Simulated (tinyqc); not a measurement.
# Gain of the pnp from the holding current

Question. On state with both base-emitter voltages at Von: npn base current Ib = (Von/Rs + bp Von/Rw)/(bn bp - 1), holding current Ih = (bn + 1) Ib + Von/Rs. Find bp.

Parameters, values chosen for the exercise: current gain of the npn bn = 19.4; substrate resistance shunting the npn Rs = 550 ohm; well resistance shunting the pnp Rw = 550 ohm; base-emitter voltage in the on state Von = 0.84 V.

Ih = 3.4965705 mA

Solution. Ih gives Ib, and Ib (bn bp - 1) = Von/Rs + bp Von/Rw is linear in bp.

bp = 4.70

Numbers from tinyqc (`OMP_NUM_THREADS=1 python tinyqc.py 2670054 2670055 out.jsonl`; about 0.04 s on one thread of a shared Intel Xeon 2.30GHz).
